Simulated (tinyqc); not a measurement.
From one set of inputs to another, one input at a time: wafer bonding and layer transfer: bond energy, gap closing, particles, bonding of dissimilar wafers and hydrogen blisters. Computed by tinyqc, a small Python program. Command: `OMP_NUM_THREADS=1 python tinyqc.py 3025453 3025454 out.jsonl bond ladder`. One thread of a shared host (Intel(R) Xeon(R) Processor @ 2.30GHz), about 0.01 s of CPU time with the checks.

gamma is the energy per area of each of the two surfaces; plates are isotropic, and both wafers have E1 and t1.

The inputs printed are set A. Inputs not listed in the table keep their values of set A, so the rows need not describe a real material.

Inputs (values chosen for the exercise, with wafer 1 close to silicon):
```
quantity                                      value        unit
Young's modulus E1                              145         GPa
Poisson ratio nu                                0.2           -
thickness t1                                    525  micrometre
blade thickness t_b                             230  micrometre
crack length L                                 32.3          mm
particle radius h                              0.73  micrometre
radius of a shallow gap R                       0.1          mm
half height of the gap h_g                      7.7          nm
implant depth d                                 1.6  micrometre
hydrogen dose                                   9.8   1e16/cm^2
share of the dose released as H2               0.43           -
surface energy of the weakened plane gamma_s   0.96       J/m^2
anneal temperature T                            725           K
```

Pair: two equal wafers.

Constants: k_B = 1.380649e-23 J/K.

Method:
- Two cantilevers opened by t_b: gamma = 3 t_b^2 E1 t1^3 E2 t2^3/(16 L^4 (E1 t1^3 + E2 t2^3)).
- E' = E1/(1 - nu^2), equal wafers of thickness t1 assumed. A gap of radius R closes if h_g < h_c: h_c = R^2/sqrt((2/3) E' t1^3/gamma) for R > 2 t1 (plate bending), h_c = 3.6 sqrt(R gamma/E') for R < 2 t1 (local deformation).
- E' = E1/(1 - nu^2), equal wafers assumed. Void radius in the plate regime: R_v = [(2/3) E' t1^3/gamma]^(1/4) h^(1/2). Below h_crit = 5 sqrt(t1 gamma/E') the wafers deform locally and R_v is of the order of h (taken as h).
- A flat crack of radius r under a layer of thickness d, as a clamped plate: centre height w = 3 p r^4/(16 E' d^3), volume pi r^2 w/3, energy release G = 3 p^2 r^4/(32 E' d^3), E' = E1/(1 - nu^2). It grows when G = 2 gamma_s. The gas comes from the area pi r^2: p V = (dose x share/2) pi r^2 k_B T, and G = p w/2 = (3/2) N k_B T with N the H2 molecules per area. Share needed: G = 2 gamma_s. The pressure and height at growth are given for r = 10 d.

Each row keeps all changes above it:
```
input moved                                           from     to  void radius (micrometre)  closable height h_c (nm)  share of the dose needed
set A                                                    -      -                 3.002e+03                     28.64                    0.2610
anneal temperature T (K)                               725    625                 3.002e+03                     28.64                    0.3027
thickness t1 (micrometre)                              525    625                 3.002e+03                     37.20                    0.3027
particle radius h (micrometre)                        0.73  0.038                 3.800e-02                     37.20                    0.3027
blade thickness t_b (micrometre)                       230     80                 3.800e-02                     12.94                    0.3027
implant depth d (micrometre)                           1.6   0.25                 3.800e-02                     12.94                    0.3027
crack length L (mm)                                   32.3   15.6                 3.800e-02                     55.47                    0.3027
surface energy of the weakened plane gamma_s (J/m^2)  0.96   0.88                 3.800e-02                     55.47                    0.2775
```

Which inputs carry the difference?

Void radius goes from 3000 to 0.0380, a factor 1.27e-5 in all. The largest single move comes from particle radius h (a factor 1.27e-5). Closable height h_c goes from 28.6 to 55.5, a factor 1.94 in all. The largest single move comes from crack length L (a factor 4.29), and blade thickness t_b works against it (a factor 0.348). Share of the dose needed goes from 0.261 to 0.277, a factor 1.06 in all. The largest single move comes from anneal temperature T (a factor 1.16), and surface energy of the weakened plane gamma_s works against it (a factor 0.917). The single moves hold for this order of the switches; the total does not depend on the order.

Extremes, crossings and ranges named in words are read from the listed rows.
